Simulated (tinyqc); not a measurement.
Potential-pH (Pourbaix) lines of a metal, its cation, its oxide and an oxyanion, with a complexing ligand: one step, computed by the program tinyqc. Command: `OMP_NUM_THREADS=1 python tinyqc.py 3005684 3005685 out.jsonl pourb walk`. One thread of a shared host (Intel(R) Xeon(R) Processor @ 2.30GHz), about 0.01 s of CPU time with the checks.

Potentials are against the standard hydrogen electrode; solids and water have unit activity; dG_f of M, H+ and the electron is zero; F = e N_A and s = R T ln(10)/F. The cation carries z = 2.

Question. Vertical lines. M2+ + 2e = M; MO + 2H+ + 2e = M + H2O; MO2(2-) + 4H+ + 2e = M + 2H2O. For each, E0 = -dG/(z F), and E = E0 + (s/z) log10 a - (s n_H/z) pH, with no activity term for the oxide. Two oxidised species coexist where their lines against the metal cross: pH1 (cation/oxide) = [E0(oxide) - E0(cation)]/s - (log10 a)/z; pH2 (oxide/oxyanion) = {[E0(oxyanion) - E0(oxide)]/s + (log10 a)/z}/(4/z - 1).

Inputs (values chosen for the exercise, modelled on tin): temperature T = 298.15 K; log10 of the dissolved activity a = -3.

Species: M, M2+, MO, MO2(2-).

E0 (V): cation -0.1395031, oxide -0.0769029, oxyanion 0.8081021

s = 0.05915935 V

Give: pH1; pH2; width of the oxide field, pH2 - pH1.

Answer.

pH1 = 2.5582

pH2 = 13.460

width of the oxide field, pH2 - pH1 = 10.902

The oxide is stable from pH 2.56 to 13.46; each decade less of dissolved metal narrows this field by 1.00 pH units.
